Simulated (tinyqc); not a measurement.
# Threshold of a short bulk MOSFET: charge sharing, barrier lowering, narrow width: two studies

n-channel device on a p-type body, depletion approximation, full ionisation. Uniform doping N = Na. Vbi from Boltzmann statistics is rough for the degenerate source. Cox = eps0 eox/tox.

Parameters, values chosen for the exercise; band and dielectric values close to those of silicon: temperature T = 300 K; band gap Eg = 1.13 eV; relative permittivity eps_r = 11.5; conduction-band density of states at T Nc = 2.77e19 cm^-3; valence-band density of states at T Nv = 2.64e19 cm^-3; relative permittivity of the gate insulator (close to silicon dioxide) eox = 3.9; insulator thickness tox = 3.2 nm; channel doping Na = 6.4e17 cm^-3; source and drain doping Nsd = 1e20 cm^-3; flat-band voltage for the doping Na Vfb = -0.81 V; junction depth xj = 110 nm; body-source voltage Vbs = 0 V; drain-source voltage Vds = 0.5 V; gate width W = 330 nm; shape factor of the fringing depletion at the width edges xw = 0.7854; channel length L = 240 nm.

Constants: q = 1.602176634e-19 C, kB = 1.380649e-23 J/K, Vt = kB T/q, eps0 = 8.8541878128e-14 F/cm where lengths are in cm. Results are converted to the units shown.

Each table varies one quantity; the others keep the values above.

## Threshold roll-off against channel length

ni = sqrt(Nc Nv) exp(-Eg/(2 Vt)), Eg in volts; 2 pB = 2 Vt ln(N/ni); flat band Vfb - Vt ln(N/Na); Wd = sqrt(2 eps0 eps_r (2 pB - Vbs)/(q N)); body term q N Wd/Cox; long-channel VT0 = flat band + 2 pB + body term; Vbi = Vt ln(N Nsd/ni^2); scale length l = sqrt((eps_r/eox) tox Wd). Charge sharing (trapezoid; it ignores Vds): F = (xj/L)(sqrt(1 + 2 Wd/xj) - 1), lowering = body term times F. Barrier lowering: th = exp(-L/(2 l)) + 2 exp(-L/l), lowering = th [2 (Vbi - 2 pB) + Vds], DIBL = th. Narrow width: rise = body term times xw Wd/W. VT by each model = VT0 - lowering + rise. DIBL under 0.001 mV/V is printed as 0.

The same in every row: N (cm^-3) = 6.400e17; VT0 (V) = 0.5362.

Result of one run:

| L (nm) | L/l | F | DIBL (mV/V) | VT, charge sharing (V) | VT, barrier lowering (V) |
|---|---|---|---|---|---|
| 1200 | 59.49 | 0.03077 | 0 | 0.5657 | 0.5783 |

What becomes of these results when the channel length L is changed from 1200 to 400 nm, all else the same?

Result of the changed run:

| L (nm) | L/l | F | DIBL (mV/V) | VT, charge sharing (V) | VT, barrier lowering (V) |
|---|---|---|---|---|---|
| 400 | 19.83 | 0.09232 | 0.04946 | 0.5405 | 0.5782 |

The whole series:

| L (nm) | L/l | F | DIBL (mV/V) | VT, charge sharing (V) | VT, barrier lowering (V) |
|---|---|---|---|---|---|
| 64 | 3.173 | 0.5770 | 288.5 | 0.3418 | 0.3587 |
| 93 | 4.610 | 0.3971 | 119.6 | 0.4156 | 0.4872 |
| 130 | 6.444 | 0.2841 | 43.04 | 0.4619 | 0.5455 |
| 190 | 9.419 | 0.1944 | 9.173 | 0.4986 | 0.5713 |
| 280 | 13.88 | 0.1319 | 0.9700 | 0.5242 | 0.5775 |
| 400 | 19.83 | 0.09232 | 0.04946 | 0.5405 | 0.5782 |
| 580 | 28.75 | 0.06367 | 0 | 0.5522 | 0.5783 |
| 840 | 41.64 | 0.04396 | 0 | 0.5603 | 0.5783 |
| 1200 | 59.49 | 0.03077 | 0 | 0.5657 | 0.5783 |

VT by barrier lowering rises from 0.359 to 0.578 V and VT by charge sharing rises from 0.342 to 0.566 V. DIBL is under 100 mV/V from L = 130 nm on among the rows (th = 0.1 at L/l = 4.92). For L = 64 F exceeds 0.5: the shares of source and drain overlap, and the trapezoid formula no longer holds. For L = 64 DIBL exceeds 250 mV/V, where the barrier formula is rough.

## Effect of the insulator thickness

Same model as above.

The same in every row: N (cm^-3) = 6.4000e17; F = 0.15386.

Effect of the insulator thickness:

| tox (nm) | VT0 (V) | L/l | DIBL (mV/V) | VT, charge sharing (V) | VT, barrier lowering (V) |
|---|---|---|---|---|---|
| 1.3 | 0.29291 | 18.666 | 0.088462 | 0.28439 | 0.30993 |
| 1.7 | 0.34414 | 16.323 | 0.28558 | 0.33298 | 0.36626 |
| 2.2 | 0.40817 | 14.349 | 0.76710 | 0.39373 | 0.43650 |
| 2.8 | 0.48500 | 12.719 | 1.7363 | 0.46663 | 0.52048 |
| 3.6 | 0.58745 | 11.217 | 3.6934 | 0.56383 | 0.63195 |
| 4.7 | 0.72831 | 9.8170 | 7.4925 | 0.69748 | 0.78439 |
| 6.2 | 0.92040 | 8.5474 | 14.318 | 0.87973 | 0.99099 |
| 8 | 1.1509 | 7.5246 | 24.310 | 1.0984 | 1.2376 |

As tox goes from 1.3 to 8, VT0 rises from 0.293 to 1.15 V, DIBL rises from 0.0885 to 24.3 mV/V, F stays at 0.154 and VT by barrier lowering rises from 0.310 to 1.24 V.

Computed by the program tinyqc: `OMP_NUM_THREADS=1 python tinyqc.py 2002089 2002090 out.jsonl`, one thread of a shared Intel Xeon 2.30GHz, about 0.01 s for the whole run.
